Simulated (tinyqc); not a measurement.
Thin film between two gates, subbands and threshold shift from confinement: two steps of the calculation.

Undoped body with a flat potential across it, hard walls, transport along x. Three valley pairs (g = 2 each) with the longitudinal mass along x, y or z. Non-parabolicity enters the subband edges through E (1 + al E) = gamma, so E = 2 gamma/(1 + sqrt(1 + 4 al gamma)); motion within a subband is taken as parabolic with the band-edge mass. Energies are counted from the bulk band edge.

Values chosen for this exercise; masses close to those of silicon:
```
symbol,value,unit,meaning
T,400,K,temperature
ml,0.918,m0,longitudinal mass
mt,0.192,m0,transverse mass
al,0,1/eV,non-parabolicity
t,4.5,nm,film thickness (along z)
dl,0.2,nm,widening of the box by penetration into the insulator
```

Constants: q = 1.602176634e-19 C, kB = 1.380649e-23 J/K, hbar = 1.054571817e-34 J s, m0 = 9.1093837015e-31 kg, Vt = kB T/q, hbar^2/(2 m0) = 0.0380998212 eV nm^2. Results are converted to the units shown.

Problem 1. Lowest subbands. gamma = C (pi k/(t + dl))^2/mz, C = hbar^2/(2 m0). List the 5 lowest, labelled by valley axis and quantum numbers, with degeneracy g and N_k: N_k = g sqrt(mx my) m0 kB T/(pi hbar^2).

Give: E_k; g; N_k.

Solution 1.

| subband | E_k (eV) | g | N_k (cm^-2) |
|---|---|---|---|
| z1 | 0.018543 | 2 | 5.5292e12 |
| z2 | 0.074173 | 2 | 5.5292e12 |
| x1 | 0.088660 | 2 | 1.2090e13 |
| y1 | 0.088660 | 2 | 1.2090e13 |
| z3 | 0.16689 | 2 | 5.5292e12 |

Problem 2. Threshold shift. Each subband has N_k = g sqrt(mx my) m0 kB T/(pi hbar^2); without degeneracy n = exp(EF/Vt) sum N_k exp(-E_k/Vt). Classical value Nc times t, Nc = sum over valleys of 2 g (m m0 kB T/(2 pi hbar^2))^1.5 with m = (mx my mz)^(1/3). Threshold shift dVT = Vt ln(classical value/sum N_k exp(-E_k/Vt)). Use the subbands listed.

| subband | E_k (eV) | N_k (cm^-2) |
|---|---|---|
| z1 | 0.018543183 | 5.5291873e12 |
| z2 | 0.074172732 | 5.5291873e12 |
| x1 | 0.088659594 | 1.2090159e13 |
| y1 | 0.088659594 | 1.2090159e13 |
| z3 | 0.16688865 | 5.5291873e12 |

Find: shares; sum N_k exp(-E_k/Vt); Nc; classical value; dVT.

Solution 2.

shares, subband z1 to z3 (%): [56.035, 11.157, 16.025, 16.025, 0.758]
sum N_k exp(-E_k/Vt) = 5.7619e12 cm^-2
Nc = 4.2644e19 cm^-3
classical value = 1.9190e13 cm^-2
dVT = 41.470 mV

Program tinyqc, `OMP_NUM_THREADS=1 python tinyqc.py 2350020 2350021 out.jsonl`; Intel Xeon 2.30GHz, shared host, one thread, about 0.06 s.
